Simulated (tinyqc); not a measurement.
Input admittance of a MOSFET at zero drain bias: distributed channel and distributed gate: two steps of the calculation.

Source and drain grounded, strong inversion, w = 2 pi f, Cox = eps0 eox/tox. The channel is an RC line of resistance 1/(mu Cox Vo) per square fed from both ends, so one finger has the intrinsic admittance y = i w Cox L tanh(g)/g per width, g = (1/2) sqrt(i w tau), tau = L^2/(mu Vo). The vertical resistance rv/L is in series with y, the overlaps 2 i w Cov in parallel: y_t = 1/(1/y + rv/L) + 2 i w Cov. The gate strip is a line of Rsh/L per length loaded by y_t, so a finger has Y = y_t Wf tanh(k)/k, k = (Wf/sd) sqrt(y_t Rsh/L); the device has Nf Y.

Parameters, values chosen for the exercise; values of the order met in silicon radio-frequency transistors:
```
symbol,value,unit,meaning
eox,3.9,,relative permittivity of the gate insulator (close to silicon dioxide)
tox,2.3,nm,insulator thickness
L,0.072,um,channel length
Wf,1.4,um,finger width
Nf,1,,number of fingers
mu,350,cm^2/(V s),channel mobility
Vo,0.27,V,gate overdrive
Rsh,21,ohm/square,sheet resistance of the gate
rv,0,ohm um^2,vertical resistivity of the gate stack
sd,1,,number of ends at which a finger is contacted
Cov,0.2,fF/um,overlap and fringe capacitance on each side
f,46,GHz,frequency
```

Constants: eps0 = 8.8541878128e-14 F/cm where lengths are in cm. Results are converted to the units shown.

Problem 1. Low-frequency resistances and capacitance. Low-frequency limits, with c = Cox L and ct = c + 2 Cov: R_strip = Rsh Wf/(3 sd^2 L Nf), R_ch = (c/ct)^2 L/(12 mu Cox Vo Wf Nf), R_vert = (c/ct)^2 rv/(L Wf Nf), C = ct Wf Nf.

Find: parts; sum; C; 1/(2 pi R C).

Solution 1.

parts (ohm): strip 136.1, channel 16.09, vertical 0
sum = 152.2 ohm
C = 2.073 fF
1/(2 pi R C) = 504.3 GHz

The strip term is the largest, 89.4 % of the sum.

Problem 2. Admittance of the channel and stack per width. tau, g, c = Cox L, y and y_t as defined.

Give: tau; g; c; y; y_t.

Solution 2.

tau = 0.54857 ps
g = 0.14078+0.14078i
c = 1.0810 fF/um
y = 4.13+312.37i uS/um
y_t = 4.13+427.98i uS/um

w tau = 0.159, and Im y is 1.00 of w c.

Computed by the program tinyqc: `OMP_NUM_THREADS=1 python tinyqc.py 2262019 2262020 out.jsonl`, one thread of a shared Intel Xeon 2.30GHz, about 0.01 s for the whole run.
